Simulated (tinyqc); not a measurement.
Coupled-perturbed Hartree-Fock on RHF in the sto-3g basis, for H3+, spin multiplicity 1, step by step. Computed by tinyqc, a small Python program that keeps every step (integrals from PySCF). Settings: charge = 1, multiplicity = 1, basis = sto-3g, method = RHF, energy threshold = 1e-10, iteration cap = 77, orthogonalisation = canonical, start = atomic densities, DIIS depth = 6. Command: `OMP_NUM_THREADS=1 python tinyqc.py 20942 20943 out.jsonl` (the two numbers bound the seeds that draw the settings). One thread of a shared host (Intel(R) Xeon(R) Processor @ 2.60GHz), about 0.1 s of CPU time with the checks. The early iterations of the SCF are left out here.

## One-electron integrals

Geometry (angstrom):
```
atom,x,y,z
H,0.000000,0.000000,0.000000
H,0.000000,0.000000,0.877000
H,0.000000,0.835000,0.438000
```

Basis sto-3g: exponents (1/bohr^2) and contraction coefficients of normalised primitives:
```
element,l (shell),exponent,coefficient
H,s (1),3.425251,0.154329
H,s (1),0.623914,0.535328
H,s (1),0.168855,0.444635
```

Overlap, kinetic and nuclear-attraction integrals over the contracted functions; the nuclear repulsion is the sum of Za Zb / Rab.

nuclear repulsion = 1.72555884 hartree

overlap S:
```
,1H 1s,2H 1s,3H 1s
1H 1s,1.000000,0.571601,0.530726
2H 1s,0.571601,1.000000,0.530442
3H 1s,0.530726,0.530442,1.000000
```

kinetic energy T (hartree):
```
,1H 1s,2H 1s,3H 1s
1H 1s,0.760032,0.163425,0.133877
2H 1s,0.163425,0.760032,0.133682
3H 1s,0.133877,0.133682,0.760032
```

nuclear attraction V (hartree):
```
,1H 1s,2H 1s,3H 1s
1H 1s,-2.339603,-1.296817,-1.189061
2H 1s,-1.296817,-2.339377,-1.188331
3H 1s,-1.189061,-1.188331,-2.305665
```

core Hamiltonian H = T + V (hartree):
```
,1H 1s,2H 1s,3H 1s
1H 1s,-1.579572,-1.133392,-1.055184
2H 1s,-1.133392,-1.579345,-1.054649
3H 1s,-1.055184,-1.054649,-1.545633
```

## Two-electron integrals

Functions are numbered as in S; the eight-fold symmetry (ij|kl) = (ji|kl) = (kl|ij) leaves the list below.

Two-electron integrals (ij|kl) in chemists' order, unique and non-zero (hartree):
```
i,j,k,l,(ij|kl)
1,1,1,1,0.774606
2,1,1,1,0.369744
2,1,2,1,0.215834
2,2,1,1,0.519869
2,2,2,1,0.369744
2,2,2,2,0.774606
3,1,1,1,0.336484
3,1,2,1,0.180363
3,1,2,2,0.281147
3,1,3,1,0.183010
3,2,1,1,0.281055
3,2,2,1,0.180273
3,2,2,2,0.336256
3,2,3,1,0.168147
3,2,3,2,0.182793
3,3,1,1,0.497030
3,3,2,1,0.294267
3,3,2,2,0.496872
3,3,3,1,0.336484
3,3,3,2,0.336256
3,3,3,3,0.774606
```

## Orthogonalisation

S = U s U^T; canonical form X = U s^(-1/2), so that X^T S X = 1. Each column of U has its largest component positive (the first on a tie).

eigenvalues of S: 0.428398  0.482856  2.088746

X:
```
,1,2,3
1H 1s,1.082134,-0.574376,0.402887
2H 1s,-1.078540,-0.580545,0.402820
3H 1s,-0.003872,1.184935,0.392650
```

## Starting guess

The start is atomic minimal-basis densities projected into this basis (PySCF's MINAO start) and scaled to the electron count of each spin; this density is not idempotent, so its energy is not variational and may lie below the converged one.

D at the start:
```
,1H 1s,2H 1s,3H 1s
1H 1s,0.613328,0.047867,0.047217
2H 1s,0.047867,0.613367,0.047212
3H 1s,0.047217,0.047212,0.618378
```

## Iteration 5 (converged): orbitals

converged F (hartree):
```
,1H 1s,2H 1s,3H 1s
1H 1s,-0.848060,-0.846478,-0.802471
2H 1s,-0.846478,-0.847821,-0.802173
3H 1s,-0.802471,-0.802173,-0.813052
```

Diagonalise F' = X^T F X, C = X C', fill 1 alpha and 1 beta electrons from the bottom; D = 2 C_occ C_occ^T. Each column has its largest component positive (the first on a tie).

F' = X^T F X (hartree):
```
,1,2,3
1,-0.003414,0.000000,-0.000077
2,0.000000,-0.075661,0.007919
3,-0.000077,0.007919,-1.182976
```

orbital energies (hartree): MO1 -1.183033, MO2 -0.075604, MO3 -0.003414

coefficients C:
```
,MO1,MO2,MO3
1H 1s,0.407055,-0.571468,1.082114
2H 1s,0.406891,-0.577662,-1.078559
3H 1s,0.384166,1.187712,-0.003911
```

D after iteration 5:
```
,1H 1s,2H 1s,3H 1s
1H 1s,0.331387,0.331254,0.312753
2H 1s,0.331254,0.331121,0.312628
3H 1s,0.312753,0.312628,0.295167
```

## Convergence

Stop when the energy changes by less than 1e-10 hartree and every element of the error matrix X^T (F D S - S D F) X is below 3e-06.

Course of the cycle:
```
iteration,E (hartree),change,largest element of the error matrix
1,-0.69585072,-,1.34e-02
2,-1.24394724,-5.48e-01,2.90e-03
3,-1.24395132,-4.08e-06,7.83e-04
4,-1.24395164,-3.20e-07,2.17e-06
5,-1.24395164,-1.92e-12,1.03e-06
```

PySCF RHF in the same basis = -1.24395164 hartree

Converged in 5 iterations.

## Populations, bond orders and dipole

Mulliken: Z minus the diagonal of D S on the atom; Loewdin: the same with S^(1/2) D S^(1/2); Mayer order: 2 sum_s sum (D(s) S)_ij (D(s) S)_ji over the two atoms.

Charges (e):
```
atom,Mulliken,Loewdin
1H,0.313281,0.315180
2H,0.313703,0.315551
3H,0.373016,0.369269
```

Mayer bond orders:
```
pair,order
2-1,0.471293
3-1,0.430562
3-2,0.430297
```

dipole moment about the origin, x y z (debye): 0.000000  1.496045  2.106198

## Integrals over molecular orbitals

(pq|rs) = sum C_ip C_jq C_kr C_ls (ij|kl), one index at a time.

one-electron integrals over orbitals h = C^T H C (hartree):
```
,1,2,3
1,-1.786477,0.009341,-0.000085
2,0.009341,-1.091957,-0.000006
3,-0.000085,-0.000006,-1.041241
```

Two-electron integrals over orbitals (pq|rs), unique and non-zero (hartree):
```
p,q,r,s,(pq|rs)
1,1,1,1,0.603444
2,1,1,1,-0.009341
2,1,2,1,0.143486
2,2,1,1,0.579920
2,2,2,1,0.092676
2,2,2,2,0.668474
3,1,1,1,0.000085
3,1,2,1,2.33e-06
3,1,2,2,-0.000791
3,1,3,1,0.143910
3,2,1,1,3.96e-06
3,2,2,1,-0.000868
3,2,2,2,-0.000089
3,2,3,1,-0.089441
3,2,3,2,0.068804
3,3,1,1,0.590868
3,3,2,1,-0.097610
3,3,2,2,0.514043
3,3,3,1,0.000842
3,3,3,2,0.000087
3,3,3,3,0.673382
```

## Response to a field: uncoupled start

dipole integrals <a|z|i> (bohr):
```
,i1
a2,-0.003170
a3,-0.911129
```

Field along z; U_ai = -mu_ai / (e_a - e_i), alpha = -4 sum U_ai mu_ai.

uncoupled U:
```
,i1
a2,0.002863
a3,0.772393
```

uncoupled polarisability = 2.815036 bohr^3

## Coupled step 1

U_ai = -(mu_ai + sum_bj [4 (ai|bj) - (ab|ij) - (aj|bi)] U_bj) / (e_a - e_i); alpha = -4 sum U_ai mu_ai.

U after step 1:
```
,i1
a2,0.003247
a3,0.876593
```

polarisability = 3.194801 bohr^3

## Coupled step 2

As before.

U after step 2:
```
,i1
a2,0.003299
a3,0.890651
```

polarisability = 3.246034 bohr^3

## Coupled polarisability

Repeat until U stops changing; compare with -d2E/dF2.

Course of the coupled iterations:
```
step,alpha (bohr^3)
0,2.815036
1,3.194801
2,3.246034
3,3.252945
4,3.253878
5,3.254003
6,3.254020
7,3.254023
8,3.254023
9,3.254023
10,3.254023
```

coupled polarisability = 3.254023 bohr^3

finite-field check, fields of +/-0.001 au = 3.254023 bohr^3
